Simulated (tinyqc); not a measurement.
A double barrier with mass mismatch, transfer matrices: one step of the calculation.

One electron of energy E comes from the left lead (band edge 0); no transverse momentum. Parabolic bands, masses in units of m0, C = hbar^2/(2 m0); psi and psi'/m are continuous at every interface. Barrier d1, well Lw, barrier d2; the right lead equals the left one.

Question. Product of the matrices. The matrix of the later layer stands to the left: M = M_n ... M_2 M_1; det M = 1.

M of layer 1:
```
            1           2
1  0.91681182  0.11159865
2  -1.4288352  0.91681182
```

M of layer 2:
```
             1             2
1  -0.77005408  -0.048229551
2    8.4391562   -0.77005408
```

M of layer 3:
```
            1           2
1  0.91681182  0.11159865
2  -1.4288352  0.91681182
```

Give: M.

Answer.

M:
```
        1         2
1  0.4022  -0.09301
2   9.013    0.4022
```

tinyqc, about 0.08 s, one thread, Intel Xeon 2.30GHz (shared host): `OMP_NUM_THREADS=1 python tinyqc.py 2560105 2560106 out.jsonl`
